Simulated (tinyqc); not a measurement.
Worked calculation: band-to-band tunnelling and avalanche in a reverse-biased abrupt junction. Computed by tinyqc, a small Python program that keeps every step. Command: `OMP_NUM_THREADS=1 python tinyqc.py 3011266 3011267 out.jsonl zener walk`. One thread of a shared host (Intel(R) Xeon(R) Processor @ 2.30GHz), about 0.01 s of CPU time with the checks. Intermediate numbers are printed to about 6 digits and carried at full precision; extremes and crossings named in words are read from the listed rows.

Direct Kane tunnelling in the local field (for indirect gaps the mass is an effective fit) and one ionisation coefficient for both carriers. N is the doping of the light side, or N_A N_D/(N_A + N_D) for the symmetric junction; the built-in voltage is taken as E_g/e.

Inputs (values chosen for the exercise, modelled on In0.53Ga0.47As):

| quantity | value | unit |
|---|---|---|
| band gap at 300 K, E_g | 0.765 | eV |
| gap narrowing with temperature, -dE_g/dT | 0.34 | meV/K |
| reduced tunnelling mass m_r | 0.028 | m_0 |
| permittivity eps | 13.9 | - |
| ionisation prefactor a | 4.6e+06 | 1/cm |
| ionisation field at 300 K, b | 1.59e+06 | V/cm |
| relative rise of b with temperature | 5.8 | 1e-4/K |
| effective doping N | 3.9e+17 | 1/cm^3 |
| reverse bias V_R | 0.77 | V |
| current density that defines tunnel breakdown, J_0 | 10 | A/cm^2 |
| temperature T | 350 | K |

Junction: one-sided.

Constants: eps_0 = 8.8541878128e-12 F/m; e = 1.602176634e-19 C; m_0 = 9.1093837015e-31 kg; hbar = 1.054571817e-34 J s.

## Junction at the given bias

E_g(T) = E_g - (T - 300 K)(-dE_g/dT); b(T) = b [1 + (rise)(T - 300 K)]; w = sqrt(2 eps eps_0 (V_R + E_g/e)/(e N)); F_m = 2 (V_R + E_g/e)/w; the field falls linearly from F_m to 0 across w.

E_g(T) = 0.748 eV

depletion width w = 77.3295 nm

peak field F_m = 0.392606 MV/cm

shortest tunnelling distance E_g/(e F_m) = 19.0522 nm

## Kane coefficients and peak generation rate

Kane: G(F) = A F^2 exp(-B/F), A = e^2 sqrt(m_r)/(18 pi hbar^2 sqrt(E_g)), B = pi sqrt(m_r) E_g^(3/2)/(2 e hbar), SI units; J = e int G dx x V_R/(V_R + E_g/e), the last factor making J vanish at zero bias; int G dx = (w/F_m) int_0^F_m G dF by 64 Gauss-Legendre points.

A = 1.88306e+20 1/(cm s V^2)

B = 6.15992 MV/cm

B/F_m = 15.6898

G(F_m) = 4.45421e+24 1/(cm^3 s)

## Tunnel current and multiplication

Avalanche: I = (w/F_m) int_0^F_m a exp(-b/F) dF by 64 Gauss-Legendre points, M = 1/(1 - I), breakdown at I = 1.

tunnel current density = 0.143540 A/cm^2

ionisation integral I = 0.0934023

The estimate e G(F_m) w (F_m/B) V_R/(V_R + E_g/e), which keeps only the region near the peak, gives 0.178 A/cm^2.

## Which breakdown comes first?

V_Z solves J = J_0 and V_A solves I = 1; the lower one is the breakdown voltage; temperature coefficients by a central difference of +/- 10 K.

tunnel breakdown V_Z = 1.61263 V

avalanche breakdown V_A = 3.15977 V

breakdown voltage = 1.61263 V

dV_Z/dT = -2.26736 mV/K

dV_A/dT = 3.70881 mV/K

Tunnelling comes first, at 2.2 E_g/e. V_Z falls on heating because the gap shrinks, and V_A rises because carriers lose more energy to phonons. Caution: V_A is below about 5 E_g/e, where the local law understates it, since it ignores the distance a carrier needs to reach the ionisation energy.

## Against the doping

The formulas are those given above.

Breakdown:

| N (1/cm^3) | V_Z (V) | V_A (V) | F_m at breakdown (MV/cm) | first |
|---|---|---|---|---|
| 7.80e+15 | 7.25927e+01 | 46.3471 | 0.309260 | avalanche |
| 2.00e+16 | 3.08177e+01 | 23.5855 | 0.355963 | avalanche |
| 4.70e+16 | 1.40179e+01 | 13.0037 | 0.410219 | avalanche |
| 1.20e+17 | 5.72540e+00 | 6.8875 | 0.449723 | tunnelling |
| 2.30e+17 | 2.93933e+00 | 4.4705 | 0.469903 | tunnelling |
| 3.90e+17 | 1.61263e+00 | 3.1598 | 0.489592 | tunnelling |
| 7.80e+17 | 6.09375e-01 | 2.0096 | 0.525032 | tunnelling |
| 2.00e+18 | 4.87075e-02 | 1.0896 | 0.644099 | tunnelling |
| 4.70e+18 | 1.08749e-03 | 0.6337 | 0.957423 | tunnelling |

The mechanism changes between 4.70e16 and 1.20e17 per cm^3. Across the table V_Z + E_g/e scales as N^-0.72 and V_A as N^-0.67: tunnelling needs a nearly fixed field, while avalanche in a thinner layer needs a higher one. Rows with V_Z below E_g/e understate it, since the local Kane formula overestimates the current there. Rows with V_A below about 5 E_g/e understate it, since the local law ignores the distance a carrier needs to reach the ionisation energy.

Checks made by the program: field integral against adaptive quadrature in x (relative difference 4e-10).
